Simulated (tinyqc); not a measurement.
Band offset of a heterojunction with an interface dipole (two-band chains, self-consistent charge): one step. Levels and site charges. Three cases, with inputs chosen for the exercise.

Task: Diagonalise, fill the lower half with two electrons each, and sum the electrons on the left (L) less one a site.

Case 1.

H (eV), rows AL1, CL1, AL2, CL2, AR1, CR1, AR2, CR2 and columns alike:
```
[[-0.390000, -2.800000, 0, 0, 0, 0, 0, 2.548725],
 [-2.800000, 0.390000, -2.800000, 0, 0, 0, 0, 0],
 [0, -2.800000, -0.390000, -2.800000, 0, 0, 0, 0],
 [0, 0, -2.800000, 0.390000, -2.548725, 0, 0, 0],
 [0, 0, 0, -2.548725, -0.045000, -2.320000, 0, 0],
 [0, 0, 0, 0, -2.320000, 1.345000, -2.320000, 0],
 [0, 0, 0, 0, 0, -2.320000, -0.045000, -2.320000],
 [2.548725, 0, 0, 0, 0, 0, -2.320000, 1.345000]]
```

Case 2.

H (eV), rows AL1, CL1, AL2, CL2, AR1, CR1, AR2, CR2 and columns alike:
```
[[-0.545000, -1.730000, 0, 0, 0, 0, 0, 1.959745],
 [-1.730000, 0.545000, -1.730000, 0, 0, 0, 0, 0],
 [0, -1.730000, -0.545000, -1.730000, 0, 0, 0, 0],
 [0, 0, -1.730000, 0.545000, -1.959745, 0, 0, 0],
 [0, 0, 0, -1.959745, -0.505000, -2.220000, 0, 0],
 [0, 0, 0, 0, -2.220000, 0.165000, -2.220000, 0],
 [0, 0, 0, 0, 0, -2.220000, -0.505000, -2.220000],
 [1.959745, 0, 0, 0, 0, 0, -2.220000, 0.165000]]
```

Case 3.

H (eV), rows AL1, CL1, AL2, CL2, AL3, CL3, AR1, CR1, AR2, CR2, AR3, CR3 and columns alike:
```
[[-0.575000, -2.200000, 0, 0, 0, 0, 0, 0, 0, 0, 0, 1.984439],
 [-2.200000, 0.575000, -2.200000, 0, 0, 0, 0, 0, 0, 0, 0, 0],
 [0, -2.200000, -0.575000, -2.200000, 0, 0, 0, 0, 0, 0, 0, 0],
 [0, 0, -2.200000, 0.575000, -2.200000, 0, 0, 0, 0, 0, 0, 0],
 [0, 0, 0, -2.200000, -0.575000, -2.200000, 0, 0, 0, 0, 0, 0],
 [0, 0, 0, 0, -2.200000, 0.575000, -1.984439, 0, 0, 0, 0, 0],
 [0, 0, 0, 0, 0, -1.984439, -0.985000, -1.790000, 0, 0, 0, 0],
 [0, 0, 0, 0, 0, 0, -1.790000, 4.845000, -1.790000, 0, 0, 0],
 [0, 0, 0, 0, 0, 0, 0, -1.790000, -0.985000, -1.790000, 0, 0],
 [0, 0, 0, 0, 0, 0, 0, 0, -1.790000, 4.845000, -1.790000, 0],
 [0, 0, 0, 0, 0, 0, 0, 0, 0, -1.790000, -0.985000, -1.790000],
 [1.984439, 0, 0, 0, 0, 0, 0, 0, 0, 0, -1.790000, 4.845000]]
```

Give: levels; electrons on the sites; q.

Result:

Case 1.

levels (eV): [-4.9748, -4.0216, -1.7797, -1.5418, 2.2066, 2.5359, 5.0058, 5.1695]

electrons on the sites: AL1 1.2076, CL1 0.8827, AL2 1.1815, CL2 0.8929, AR1 1.1719, CR1 0.7302, AR2 1.2062, CR2 0.7270

q = 0.1646 electrons

Electrons move to the left, the side whose mid-gap lies lower.

Case 2.

levels (eV): [-4.1253, -3.4508, -1.7091, -1.5521, 1.3969, 1.5670, 3.3654, 3.8280]

electrons on the sites: AL1 1.2208, CL1 0.7380, AL2 1.2407, CL2 0.7456, AR1 1.1859, CR1 0.8510, AR2 1.1703, CR2 0.8476

q = -0.0548 electrons

Electrons move to the right, the side whose mid-gap lies lower.

Case 3.

levels (eV): [-4.1383, -3.3561, -2.3202, -2.2987, -1.3112, -0.8905, 1.4713, 2.8522, 3.9891, 5.2429, 5.9357, 6.4038]

electrons on the sites: AL1 1.4367, CL1 0.7355, AL2 1.3393, CL2 0.7295, AL3 1.3346, CL3 0.7001, AR1 1.5487, CR1 0.2037, AR2 1.7704, CR2 0.2153, AR3 1.7685, CR3 0.2177

q = 0.2757 electrons

Electrons move to the left, the side whose mid-gap lies lower.

Computed by tinyqc, one run a case: `OMP_NUM_THREADS=1 python tinyqc.py N N+1 out.jsonl` with N = 1481820, 1481822, 1482171; one thread of a shared Intel(R) Xeon(R) Processor @ 2.30GHz, about 0.5 s a run at most.
